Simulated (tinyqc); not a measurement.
Inside a calculation. Model: bulk transistor, scale length and short-channel effects.

tinyqc, about 0.01 s, one thread, Intel Xeon 2.30GHz (shared host): `OMP_NUM_THREADS=1 python tinyqc.py 2420029 2420030 out.jsonl` Printed values are rounded.

A gate, an insulator of thickness ti and a depleted layer of depth ts on a conducting body. Below threshold the potential that source and drain add obeys Laplace's equation and vanishes on the gate and at the bottom of the depleted layer. Its lowest mode decays along the channel as exp(-k y); k is the smallest positive root of the matching condition at the interface, and the scale length is Lambda = pi/k.

Inputs (values chosen for the exercise); permittivities: semiconductor close to that of silicon, insulator close to that of silicon nitride: temperature T = 300 K; relative permittivity of the semiconductor eps_r = 11.6; relative permittivity of the insulator ei = 7.44; insulator thickness ti = 1.9 nm; depletion depth ts = 16 nm; channel length L = 46 nm; potential of the source Vbi = 0.93 V; potential of the barrier top at threshold sT = 0.42 V; long-channel threshold VTL = 0.3 V; long-channel body factor m = 1.19; drain voltage Vds = 0.7 V.

Constants: q = 1.602176634e-19 C, kB = 1.380649e-23 J/K, Vt = kB T/q. Results are converted to the units shown.

## Scan of the matching condition

k, point 0 to 7 (1/nm): 0.0325  0.065  0.0975  0.13  0.1625  0.195  0.2275  0.26

f(k) = eps_r sin(k ti) cos(k ts) + ei cos(k ti) sin(k ts).

f(k), point 0 to 7: 4.31097  7.09079  7.33534  4.91638  0.63355  -4.04943  -7.49765  -8.46232

The first change of sign lies between k = 0.1625 and 0.195 1/nm.

## Iteration 1: decay constant by Newton steps

k at the start = 0.1625 1/nm

f(k) = eps_r sin(k ti) cos(k ts) + ei cos(k ti) sin(k ts); f' by a central difference with +/- 1e-5 1/nm; k(new) = k - f/f'.

f = 0.633553
f' = -146.461 nm
k after iteration 1 = 0.166826 1/nm

## Iteration 2: decay constant by Newton steps

As before.

f = -0.00301061
f' = -147.698 nm
k after iteration 2 = 0.166805 1/nm

## Course of the iteration: decay constant by Newton steps

Stop when k changes by less than 1e-10 1/nm, or after 30 iterations.

Course of the iteration:
```
iteration  k (1/nm)  |change| (1/nm)
1          0.166826          4.33e-3
2          0.166805          2.04e-5
3          0.166805         2.52e-10
4          0.166805                0
```

Converged in 4 iterations. The change falls from 0.0043 in the first iteration to below the tolerance in the last.

## Scale length against simple estimates

k = 0.166805 1/nm

Lambda = pi/k and l = 1/k. A parabolic potential across the structure gives l(parabolic) = sqrt((eps_r/ei) ts ti).

Lambda = 18.8339 nm
l = 5.99501 nm
l(parabolic) = 6.88461 nm

The parabolic estimate is 15 % above l.

## Threshold shift, barrier position and swing

Along the channel psi(y) = s + a exp(y/l) + b exp(-y/l) with psi(0) = Vbi, psi(L) = Vbi + Vds and l = 1/k = Lambda/pi; with A = Vbi - s, B = A + Vds, x = exp(-L/l): a = (B - A x) x/(1 - x^2), b = (A - B x)/(1 - x^2). The minimum is s + 2 sqrt(a b), at y = (l/2) ln(b/a). The long-channel potential follows the gate as s = sT + (Vg - VTL)/m, and the threshold VT is the gate voltage at which the minimum equals sT. Swing = m Vt ln 10/g at threshold, g = d(minimum)/ds = 1 - (b x + a)/((1 + x) sqrt(a b)).

s at threshold = 0.384464 V
a = 5.79303e-4 V
b = 0.544956 V
position of the minimum = 20.5228 nm
VT = 0.257713 V
swing = 74.3183 mV/decade

The threshold lies 42.3 mV below the long-channel value, and the barrier top sits at 0.45 L from the source.
